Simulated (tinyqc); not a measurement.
Tunnelling through a gate dielectric, WKB transmission and Tsu-Esaki current: dielectrics compared at equal EOT.

Electrons leave the emitter at x = 0. Energies E (motion across the layers) are in eV from the emitter Fermi level; the collector Fermi level lies at -V and offers states at every E. No charge in the dielectric and no image force: F1 = V/t1, U = phi1 - F1 x. With C = hbar^2/(2 m0), kappa = sqrt(m (U - E)/C) where U > E and 0 elsewhere; T(E) = exp(-S), S = 2 times the integral of kappa over x.

A single layer of thickness t1 = EOT eps_r/3.9 for each dielectric, at V = 1.2 V. Each layer adds (2/F) sqrt(m/C) [G(u at its left edge) - G(u at its right edge)] to S, with u = U - E (0 where negative) and G(u) = (2/3) u^1.5. J = J0 times the integral of T(E) N(E) dE, N = ln[(1 + exp(-E/Vt))/(1 + exp((-E - V)/Vt))], J0 = q^2 me m0 kB T/(2 pi^2 hbar^3) (times 1e-4 for A/cm^2 per eV), from E = -Ef to far above the barrier (T = 1 there), by quadrature converged to the digits shown.

Parameters, values chosen for the exercise: temperature T = 200 K; Fermi energy of the emitter above its band bottom Ef = 0.39 eV; emitter mass in the supply function me = 1 m0; equivalent oxide thickness EOT = 1.1 nm.

Constants: q = 1.602176634e-19 C, kB = 1.380649e-23 J/K, hbar = 1.054571817e-34 J s, m0 = 9.1093837015e-31 kg, Vt = kB T/q, hbar^2/(2 m0) = 0.0380998212 eV nm^2. Results are converted to the units shown.

Dielectrics (values chosen for the exercise, close to those of the materials named):
```
	eps_r	phi1 (eV)	m1 (m0)
silicon dioxide	3.77	2.95	0.5
silicon nitride	7.28	2.14	0.48
aluminium oxide	8.93	2.57	0.41
hafnium oxide	22.9	1.48	0.2
zirconium oxide	24.1	1.41	0.25
```

Leakage at equal EOT:
```
	t1 (nm)	S at E = 0	J (A/cm^2)	eps_r sqrt(m1 phi1)
silicon dioxide	1.063	11.78	5175	4.579
silicon nitride	2.053	17.97	5.159	7.378
aluminium oxide	2.519	23.10	0.03034	9.167
hafnium oxide	6.459	27.17	1.132e-4	12.46
zirconium oxide	6.797	30.53	2.750e-6	14.31
```

From the lowest current to the highest: zirconium oxide, hafnium oxide, aluminium oxide, silicon nitride, silicon dioxide; the span is 9.27 decades. The figure eps_r sqrt(m1 phi1), to which S is proportional at low voltage, gives the same order. In 1 of the 5 rows the field exceeds 10 MV/cm (up to 11.3), more than most dielectrics sustain; the model ignores breakdown.

Computed by the program tinyqc: `OMP_NUM_THREADS=1 python tinyqc.py 2540083 2540084 out.jsonl`, one thread of a shared Intel Xeon 2.30GHz, about 0.03 s for the whole run.
